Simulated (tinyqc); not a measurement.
Five forms on the same table: equation-of-state fits to an energy-volume table made by a known binding curve. Computed by tinyqc, a small Python program. Command: `OMP_NUM_THREADS=1 python tinyqc.py 3018973 3018974 out.jsonl eosfit walk`. One thread of a shared host (Intel(R) Xeon(R) Processor @ 2.30GHz), about 0.02 s of CPU time with the checks.

With x = (V/V_0)^(1/3), the energy per atom is E = D [exp(-2 eta (x - 1)) - 2 exp(-eta (x - 1))], so that B0 = 2 D eta^2/(9 V_0) and B' = 1 + eta. B' = dB/dP at P = 0.

Inputs (values chosen for the exercise, for a model crystal): cohesive energy D = 8 eV/atom; true volume V_0 = 23.2 angstrom^3/atom; stiffness eta = 3.75; half-width of the volume window w = 0.12; shift of the window centre s = -0.027; points N = 9; compression V/V_0 for the pressure test = 0.8; noise amplitude = 0.16 meV.

Binding curve: Morse. Noise: added.

Constants: 1 eV/angstrom^3 = 160.2176634 GPa.

Method:
- B0 and B' from the formulas above; P = -dE/dV at V = c V_0 (c the compression chosen), from the curve itself.
- Table: V_j = V_0 [1 + s + w (2 j/(N - 1) - 1)], j = 0..N-1, rounded to 0.001; E_j from the curve plus the noise amplitude times the listed numbers xi_j (xi_0 first), rounded to 1e-7 eV.
- Murnaghan: E = E0 + (B0 V/B') [(V0/V)^B'/(B' - 1) + 1] - B0 V0/(B' - 1), P = (B0/B') [(V0/V)^B' - 1].
- Birch-Murnaghan: E = E0 + (9 V0 B0/16) [y^3 B' + y^2 (2 - 4 y)], y = (V0/V)^(2/3) - 1; P = (3 B0/2) (x^7 - x^5) [1 + (3/4)(B' - 4)(x^2 - 1)], x = (V0/V)^(1/3).
- Vinet: E = E0 + (9 B0 V0/h^2) {1 + [h (1 - x) - 1] exp(h (1 - x))}, P = 3 B0 (1 - x) x^-2 exp(h (1 - x)), x = (V/V0)^(1/3), h = (3/2)(B' - 1).
- All are least-squares fits to the energies; for polynomials in V, B0 = V E'' and B' = -1 - V E'''/E'' at the minimum.

numbers xi_j, drawn evenly from -1 to 1: [0.9260, 0.7106, 0.9280, 0.0372, -0.0429, -0.4519, -0.3697, -0.5560, -0.3715]

exact B0 = 172.648 GPa

exact B' = 4.75

exact pressure at c V_0 = 64.6728 GPa

Table:
```
V (angstrom^3)      E (eV)
19.790          -7.6350397
20.486          -7.7832789
21.182          -7.8873985
21.878          -7.9545994
22.574          -7.9904172
23.270          -7.9999592
23.966          -7.9872570
24.662          -7.9559609
25.358          -7.9089664
```

Fitted values:
```
form             V0 (angstrom^3)  B0 (GPa)       B'  P at c V_0 (GPa)
exact                     23.200    172.65   4.7500            64.673
parabola in V             23.363    211.18  -1.0000                 -
cubic in V                23.174    178.76   5.6321                 -
Murnaghan                 23.207    171.98   4.4891            66.158
Birch-Murnaghan           23.203    172.52   4.6650            65.079
Vinet                     23.201    172.80   4.7496            64.546
```

In B0 the Birch-Murnaghan form comes closest (-0.08 %) and the parabola in V form misses most (+22.32 %). A parabola in V has no third derivative, so its B' is -1 by construction. At c V_0, beyond the window, the pressure errors are Murnaghan +2.3 %, Birch-Murnaghan +0.6 %, Vinet -0.2 %; Murnaghan keeps B linear in P and so runs too stiff under compression.

Extremes, crossings and ranges named in words are read from the listed rows.
